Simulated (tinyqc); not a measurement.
Koster-Slater impurity in a tight-binding band, by Green functions and by supercells: one step, computed by the program tinyqc. Command: `OMP_NUM_THREADS=1 python tinyqc.py 3022362 3022363 out.jsonl kosterslater walk`. One thread of a shared host (Intel(R) Xeon(R) Processor @ 2.30GHz), about 0.03 s of CPU time with the checks.

One orbital per site, e(k) = -2 t sum cos(k_i) over 1 direction(s), band from -2 t to 2 t, lattice constant 1. One site has the extra energy U. Spin is left out.

Question. The level in the supercell. In a periodic cell of N sites along each direction with Bloch vector K, the level solves 1/U = N^-d sum_k 1/(E - e(k)), k_i = (2 pi m_i + K_i)/N, m_i = 0..N-1; the outermost root on the side of U is taken (bisection). d is the number of directions. Gamma means K_i = 0, the zone corner K_i = pi, the quarter point K_i = pi/2. The error is measured against the isolated level E_b.

Inputs (values chosen for the exercise, for a model band): hopping t = 0.81 eV; impurity potential U = -0.448 eV; supercell edge N = 4 sites.

Lattice: chain.

level E_b = -1.680805 eV

Give: level at Gamma; level at the corner; level at the quarter point; error at Gamma; width between Gamma and the corner.

Answer.

level at Gamma = -1.753 eV

level at the corner = -1.391 eV

level at the quarter point = -1.636 eV

error at Gamma = -0.07268 eV

width between Gamma and the corner = 0.3623 eV

Images turn the level into a band 0.362 eV wide; the quarter point misses the isolated level by 0.045 eV, against -0.073 eV at Gamma.
